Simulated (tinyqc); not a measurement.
## Thin-film transistor with exponential tail and deep states, accumulation layer: effect of the temperature

An undoped film in accumulation, thicker than the space-charge layer. With band bending psi the Fermi level lies E0 - psi below the band edge. Free electrons n = n0 exp(psi/Vt) carry the current; electrons in two exponential distributions of traps, a = a0 exp(psi/Va) and d = d0 exp(psi/Vp), do not. Linear regime, ohmic contacts, traps in equilibrium.

Va = kB Tt/q, Vp = kB Td/q; n0 = Nc exp(-E0/Vt), a0 = Nt th(T/Tt) exp(-E0/Va), d0 = Nd th(T/Td) exp(-E0/Vp), th(x) = pi x/sin(pi x). G(psi) = sum over the three kinds of c0 [V (exp(psi/V) - 1) - psi], field F = sqrt(2 q G/(eps0 eps_r)); Vg = psi + eps0 eps_r F/Ci at the surface. Total charge Q = Ci (Vg - psi_s); free charge Qf = q times the integral of n0 (exp(psi/Vt) - 1)/F over psi from 0 to psi_s; I = (W/L) mb Qf Vd; effective mobility mb Qf/Q. Nc, E0 and mb are held fixed.

Parameters, values chosen for the exercise; values close to those of an organic semiconductor:
- eps_r = 3.2 (relative permittivity of the semiconductor)
- Nc = 7.3e19 cm^-3 (density of extended states)
- mb = 3.9 cm^2/(V s) (band mobility)
- Nt = 1e20 cm^-3 (total density of tail states)
- Tt = 470 K (characteristic temperature of the tail)
- Nd = 3.5e17 cm^-3 (total density of deep states)
- Td = 1240 K (characteristic temperature of the deep states)
- E0 = 0.45 eV (bulk Fermi level below the band edge)
- Ci = 12 nF/cm^2 (gate capacitance)
- WL = 20 (ratio W/L)
- Vd = 0.2 V (drain voltage)
- Vg = 17 V (gate voltage above flat band)

Constants: q = 1.602176634e-19 C, kB = 1.380649e-23 J/K, Vt = kB T/q, eps0 = 8.8541878128e-14 F/cm where lengths are in cm. Results are converted to the units shown.

Effect of the temperature:
```
T (K)	E0 - psi_s (eV)	Q (nC/cm^2)	free share (%)	effective mobility (cm^2/(V s))	I (nA)
160	0.09917	199.8	0.1034	0.004033	3.223
180	0.1015	199.8	0.2288	0.008923	7.132
200	0.1041	199.8	0.4300	0.01677	13.40
220	0.1072	199.9	0.7159	0.02792	22.32
240	0.1107	199.9	1.086	0.04236	33.88
260	0.1147	200.0	1.531	0.05973	47.77
280	0.1192	200.0	2.034	0.07932	63.46
300	0.1243	200.1	2.568	0.1002	80.16
```

As T goes from 160 to 300 K, the free share rises from 0.103 to 2.57 %, the distance of the Fermi level from the edge rises from 0.0992 to 0.124 eV and the current rises from 3.22 to 80.2 nA. The apparent activation energy between the first two rows is 0.0986 eV, against E0 - psi_s = 0.0992 eV there. At T = 300 K the th form, which assumes a Fermi level far below the edge, overcounts the filled tail at the surface by more than 15 %.

tinyqc, about 0.02 s, one thread, Intel Xeon 2.30GHz (shared host): `OMP_NUM_THREADS=1 python tinyqc.py 2610055 2610056 out.jsonl`
